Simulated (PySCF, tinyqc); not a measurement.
Orbital energy against energy difference: ionisation energy by orbital energies and by energy differences in the 6-31g basis, for H4, spin multiplicity 1. Computed by the program tinyqc with PySCF. The cation is unrestricted; errors are against CCSD(T) in this basis, not against experiment.

Geometry (angstrom):
```
atom       x       y       z
H     0.0000  0.0000  0.0000
H     0.0000  0.0000  0.7670
H     0.0000  0.8860  0.0000
H     0.0000  0.8860  0.7670
```

CCSD(T) difference in the same basis = 9.0974 eV

IP-EOM-CCSD = 9.1201 eV

First vertical ionisation energy (eV):
```
method     -e(HOMO)  E(cation) - E  error of -e(HOMO)  error of the difference
HF            8.740        8.27342             -0.358                   -0.824
PBE           4.206        9.01400             -4.891                   -0.083
B3LYP         5.365        9.19187             -3.732                    0.094
PBE0          5.551        9.04585             -3.546                   -0.052
CAM-B3LYP     6.966        9.13459             -2.131                    0.037
LC-wPBE       8.389        9.09162             -0.708                   -0.006
```

Estimate the missing row, method = LDA.

Computed row:
```
method  -e(HOMO)  E(cation) - E  error of -e(HOMO)  error of the difference
LDA        4.152        9.01174             -4.945                   -0.086
```

Koopmans errs by -0.36 eV and Delta-HF by -0.82 eV: relaxation, 0.47 eV, lowers the value and the missing correlation difference works against it. The PBE level is off by -4.9 eV through the wrong tail of its potential, though its energy difference is off by -0.08 eV; exact exchange deepens the level, and among the orbital energies HF comes closest; among the differences LC-wPBE does. The restricted reference is unstable here: a spin-polarised solution lies 0.0157 hartree lower (PySCF), so results built on it describe a poor reference.
